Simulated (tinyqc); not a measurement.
# One-dimensional ballistic tunnel FET, two-band WKB, step by step

Numbers from tinyqc (`OMP_NUM_THREADS=1 python tinyqc.py 2620149 2620150 out.jsonl`; about 0.02 s on one thread of a shared Intel Xeon 2.30GHz). Printed values are rounded.

A p-type source for x < 0 with its Fermi level at 0 and its valence edge at ds; in the channel the bands fall as D exp(-x/lam) towards their flat values, with the conduction edge at Ec = ds - dP and D = dP + Eg. The gate moves dP one to one. The drain Fermi level lies at -Vd and the drain side reflects nothing. For w = E - Ec between 0 and dP an electron crosses the gap. Two-band dispersion with equal masses m: inside the gap kappa = sqrt(m u (1 - u/Eg)/C), u the distance from a band edge, C = hbar^2/(2 m0).

Inputs (values chosen for the exercise); band and dielectric values close to those of germanium:
- T = 300 K (temperature)
- Eg = 0.653 eV (band gap)
- m = 0.041 m0 (band-edge mass of the two-band model)
- lam = 3.2 nm (screening length of the source junction)
- ds = 0.1 eV (source valence edge above the source Fermi level)
- Vd = 0.2 V (drain bias)
- g = 1 (number of degenerate subbands (spin apart))
- dP = 0.35 eV (tunnelling window Ev(source) - Ec(channel))
- w0 = 0.31 eV (energy above the channel conduction edge)
- nc = 8 (cells of the path)
- nE = 11 (points of the energy grid)

Constants: q = 1.602176634e-19 C, kB = 1.380649e-23 J/K, hbar = 1.054571817e-34 J s, h = 6.62607015e-34 J s, m0 = 9.1093837015e-31 kg, Vt = kB T/q, hbar^2/(2 m0) = 0.0380998212 eV nm^2. Results are converted to the units shown.

Range of the model: The two-band model describes a direct gap; phonon-assisted tunnelling across an indirect gap is left out.

## The path through the gap by the midpoint rule

At w = w0 the path runs from xa = lam ln(D/(w + Eg)) to xb = lam ln(D/w); u(x) = w + Eg - D exp(-x/lam) is the height above the valence edge. Cut it into nc equal cells: S = 2 (cell width) times the sum of kappa at the centres.

xa = 0.130232 nm
xb = 3.75737 nm

```
cell   x (nm)    u (eV)  kappa (1/nm)
0     0.35693  0.065861      0.252440
1     0.81032  0.184378      0.377346
2     1.26371  0.287238      0.416097
3     1.71711  0.376510      0.414192
4     2.17050  0.453989      0.385865
5     2.62389  0.521232      0.336430
6     3.07728  0.579592      0.264793
7     3.53067  0.630242      0.153742
```

S = 2.35846

## The exponent in closed form

S(w) = 2 lam int_0^Eg kappa(u) du/(w + Eg - u) = 2 pi lam sqrt(m/(C Eg)) [w + Eg/2 - sqrt(w (w + Eg))], T(w) = exp(-S). The common triangular estimate is S = (4/3) lam sqrt(m/C) Eg^1.5/(dP + Eg) for all w.

S(w0) = 2.32611
T(w0) = 0.0976752
triangular S = 2.32856

The midpoint value is 1.4 % above the closed form, and the triangular estimate 0.11 % above it.

## Current on a coarse grid

S(w) = 2 lam int_0^Eg kappa(u) du/(w + Eg - u) = 2 pi lam sqrt(m/(C Eg)) [w + Eg/2 - sqrt(w (w + Eg))], T(w) = exp(-S). I = g (2 q^2/h) int_0^dP T(w) [f(E) - f(E + Vd)] dw, E = ds - dP + w, f(x) = 1/(1 + exp(x/Vt)). Simpson's rule on nE equally spaced points.

```
point    w (eV)        T(w)  difference of the f
0      0.000000  2.18818e-4             0.126236
1      0.035000  0.00486650             0.358636
2      0.070000   0.0119451             0.683361
3      0.105000   0.0211585             0.889895
4      0.140000   0.0320428             0.956158
5      0.175000   0.0441986             0.940020
6      0.210000   0.0572938             0.822471
7      0.245000   0.0710570             0.547672
8      0.280000   0.0852694             0.238448
9      0.315000   0.0997559            0.0748256
10     0.350000    0.114377            0.0204597
```

I = 0.586557 uA

A converged quadrature gives 0.5863 uA; this grid is 0.038 % above that.
